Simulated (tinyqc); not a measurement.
Cyclotron resonance of ellipsoidal valleys, Ge type: sweeps and comparisons. A value that a table varies takes the place of the one given here.

Valleys along [111], [-111], [1-11], [11-1], mass ml along the axis and mt across it. B lies in the (1-10) plane, b = (sin(theta)/sqrt2, sin(theta)/sqrt2, cos(theta)). For the angle phi between B and the axis, 1/mc^2 = cos^2(phi)/mt^2 + sin^2(phi)/(mt ml). Resonance: h nu = 2 muB B/mc, h = 2 pi hbar.

Constants: hbar = 6.58211957e-16 eV s; muB = 5.788381798e-05 eV/T.

Inputs chosen for the exercise (near those of Ge; the results hold for these values, not for the real material):
- ml = 1.595 m0 (longitudinal mass)
- mt = 0.083 m0 (transverse mass)
- ths = (0, 20, 35, 50, 65, 80, 90) degrees (angles)
- g1 = 13.57 (Luttinger gamma1)
- g2 = 4.29 (gamma2)
- g3 = 5.61 (gamma3)
- theta = 52 degrees (angle of B from [001] towards [110])
- nu = 70 GHz (microwave frequency)

## Rotating the field

mc against theta; [-111] and [1-11] stay equal in this plane.

Cyclotron masses (m0):

| theta (degrees) | [111] | [-111] | [11-1] |
|---|---|---|---|
| 0 | 0.1368 | 0.1368 | 0.1368 |
| 20 | 0.0998 | 0.1443 | 0.2419 |
| 35 | 0.0879 | 0.1615 | 0.3638 |
| 50 | 0.0833 | 0.1942 | 0.2465 |
| 65 | 0.0843 | 0.2520 | 0.1554 |
| 80 | 0.0913 | 0.3345 | 0.1149 |
| 90 | 0.1004 | 0.3638 | 0.1004 |

All valleys give one line at theta = 0, B along [001], with mc = 0.1368. The [111] valley reaches mt at 54.7 degrees, and [11-1] reaches its largest value sqrt(ml mt) = 0.3638 at 35.3 degrees, where B is perpendicular to it; the listed maximum of that branch is 0.3638. The pair [-111], [1-11] reaches the same value at 90 degrees.

## Heavy and light holes (cyclotron masses of warped hole bands)

E = c k^2 f(n) with f = g1 -/+ 2 sqrt(g2^2 + 3 (g3^2 - g2^2)(nx^2 ny^2 + ny^2 nz^2 + nz^2 nx^2)). For the orbit through k = 0 perpendicular to b = (sin(theta)/sqrt2, sin(theta)/sqrt2, cos(theta)), mc is the mean of 1/f over the directions n in that plane (180 evenly spaced angles). Quantum effects of the lowest levels are left out.

Cyclotron masses (m0):

| theta (degrees) | heavy | light |
|---|---|---|
| 0 | 0.2625 | 0.0431 |
| 20 | 0.2853 | 0.0425 |
| 35 | 0.3195 | 0.0418 |
| 50 | 0.3383 | 0.0414 |
| 65 | 0.3368 | 0.0414 |
| 80 | 0.3319 | 0.0418 |
| 90 | 0.3308 | 0.0419 |

The heavy mass varies by 29 % over the table, with its largest listed value at 50 degrees ([111] lies at 54.7) and its smallest at 0; the light mass varies by 4.3 %. The warping term enters both with the same size, but it is set against a small inverse mass in one and a large one in the other (along [111], g1 - 2 g3 = 2.35 and g1 + 2 g3 = 24.79).

## What each parameter does

Resonance fields B = h nu mc/(2 muB) of the valleys [111], [-111] and [11-1]. Each row changes one parameter from the base and keeps the others.

Results:

| case | [111] (T) | [-111] (T) | [11-1] (T) |
|---|---|---|---|
| base | 0.2078 | 0.5007 | 0.5742 |
| ml = 1.834 m0 | 0.2078 | 0.5096 | 0.5884 |
| mt = 0.091 m0 | 0.2278 | 0.5421 | 0.6188 |
| theta = 56 degrees | 0.2076 | 0.5344 | 0.5021 |
| nu = 77 GHz | 0.2286 | 0.5508 | 0.6317 |

The largest shifts from the base row, up to three for each result and ties (the steps differ in size, so this ranks the rows, not the parameters). [111] (T): nu +0.0208, mt +0.0200, theta -0.0002; unchanged at the printed digits by ml. [-111] (T): nu +0.0501, mt +0.0414, theta +0.0337. [11-1] (T): theta -0.0721, nu +0.0574, mt +0.0445.

Program tinyqc; command `OMP_NUM_THREADS=1 python tinyqc.py 1281889 1281890 out.jsonl`; about 0.01 s on one thread of a shared Intel(R) Xeon(R) Processor @ 2.30GHz.
